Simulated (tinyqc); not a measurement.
MOSFET with velocity saturation and source resistance: one step of the calculation.

Strong inversion, charge Q = Cox (Vg - m V) at channel potential V with Vg the gate overdrive, and drift velocity v = mu E/(1 + mu E/vsat). Integrating along the channel gives I = mu Cox (1/L)(Vg Vd - m Vd^2/2)/(1 + Vd/Vc) per width, Vc = vsat L/mu, which peaks at Vdsat. Units: I in uA/um, Rs in ohm um, so the drop over Rs is 1e-6 I Rs volts.

Problem. Saturation current with source resistance. Vg = Vgs - I Rs - VT (0 if negative), mu = mu0/(1 + th Vg), Vc = vsat L/mu, x = sqrt(1 + 2 Vg/(m Vc)), Vdsat = 2 Vg/(m (1 + x)), Isat = Cox vsat Vg (x - 1)/(x + 1) per width. I(new) = Isat.

Parameters, values chosen for the exercise:
```
symbol  value        unit                       meaning
Cox      1.86     uF/cm^2              gate capacitance
mu0       250  cm^2/(V s)  mobility at low gate voltage
th        0.6         1/V          mobility degradation
vsat    6.8e6        cm/s           saturation velocity
m        1.44                               body factor
VT       0.69           V                     threshold
L           1          um                channel length
Rs        300      ohm um             source resistance
Vgs       2.5           V                  gate voltage
```

I after iteration 1 = 209.32202 uA/um

Wanted: Vg; mu; Vc; Vdsat; Isat; I after iteration 2.

Solution.

Vg = 1.747 V
mu = 122.1 cm^2/(V s)
Vc = 5.571 V
Vdsat = 1.104 V
Isat = 199.2 uA/um
I after iteration 2 = 199.2 uA/um

tinyqc, about 0.01 s, one thread, Intel Xeon 2.30GHz (shared host): `OMP_NUM_THREADS=1 python tinyqc.py 2500124 2500125 out.jsonl`
